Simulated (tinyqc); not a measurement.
Band bending at a free surface with a continuum of surface states, surface photovoltage and Kelvin probe: one step of the calculation.

n-type bulk, xi = Ec - EF = Vt ln(Nc/Nd), p0 = ni^2/Nd, ni = sqrt(Nc Nv) exp(-Eg/(2 Vt)), Eg in volts. b is the upward band bending, u = b/Vt. Space charge per area, in units of q: Qc = sign(b) sqrt((2 eps0 eps_r Vt/q) [(Nd + dn)(exp(-u) - 1) + Nd u + (p0 + dn)(exp(u) - 1)]), with dn the excess density under light (flat quasi-Fermi levels; 0 in the dark). The states hold -Ds (E0 - xi - b): negative while the Fermi level lies above the neutrality level. Neutrality: Qc + Qf + (charge of the states) = 0.

Question. Band bending in the dark. Newton step: b(new) = b - (Qc + Qf - Ds (E0 - xi - b))/(dQc/db + Ds), dQc/db = (eps0 eps_r/q) [Nd (1 - exp(-u)) + p0 exp(u)]/Qc.

Inputs (values chosen for the exercise); band and dielectric values those of a made-up semiconductor:
- T = 300 K (temperature)
- Eg = 1.47 eV (band gap)
- eps_r = 11.2 (relative permittivity)
- Nc = 4.69e17 cm^-3 (conduction-band density of states at T)
- Nv = 8.85e18 cm^-3 (valence-band density of states at T)
- Nd = 2.7e16 cm^-3 (donor density)
- Qf = 0 cm^-2 (fixed positive charge at the surface)
- Ds = 7.2e11 cm^-2 eV^-1 (density of surface states)
- E0 = 0.63 eV (depth of their neutrality level below the conduction edge)

Constants: q = 1.602176634e-19 C, kB = 1.380649e-23 J/K, Vt = kB T/q, eps0 = 8.8541878128e-14 F/cm where lengths are in cm. Results are converted to the units shown.

b after iteration 1 = 0.19334069 V

Find: b after iteration 2.

Answer.

b after iteration 2 = 0.2106 V

Numbers from tinyqc (`OMP_NUM_THREADS=1 python tinyqc.py 2430071 2430072 out.jsonl`; about 0.01 s on one thread of a shared Intel Xeon 2.30GHz).
